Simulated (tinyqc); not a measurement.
From results back to parameters: alloy A(1-x)B(x) by interpolation with bowing. Two cases, with inputs chosen for the exercise.

Problem. An unstrained alloy A(1-x)B(x) follows Vegard, a(x) = (1 - x) a_A + x a_B, and E(x) = (1 - x) E_A + x E_B - C x (1 - x) at Gamma. Its lattice constant and gap are given.

Find: x; linear part of the gap; C.

Method. x = (a - a_A)/(a_B - a_A); the bowing is the shortfall against the linear part divided by x (1 - x).

Case 1.

Values chosen (out of a larger set: A near InAs, B near GaAs; not measured data): a = (6.055, 5.656) angstrom (lattice constant of A, B); Eg = (0.419, 1.5) eV (gap at Gamma to the s-like level of A, B).

a(x) = 5.931310 angstrom
gap at Gamma = 0.666625 eV

Solution.

x = 0.310
linear part of the gap = 0.7541 eV
C = 0.409 eV

Case 2.

Values chosen (out of a larger set: A near GaAs, B near GaP; not measured data): a = (5.65, 5.459) angstrom (lattice constant of A, B); Eg = (1.527, 2.876) eV (gap at Gamma to the s-like level of A, B).

a(x) = 5.523940 angstrom
gap at Gamma = 2.374704 eV

Solution.

x = 0.660
linear part of the gap = 2.4173 eV
C = 0.190 eV

Computed by tinyqc, one run a case: `OMP_NUM_THREADS=1 python tinyqc.py N N+1 out.jsonl` with N = 1050183, 1050198; one thread of a shared Intel(R) Xeon(R) Processor @ 2.30GHz, about 0.01 s a run at most.
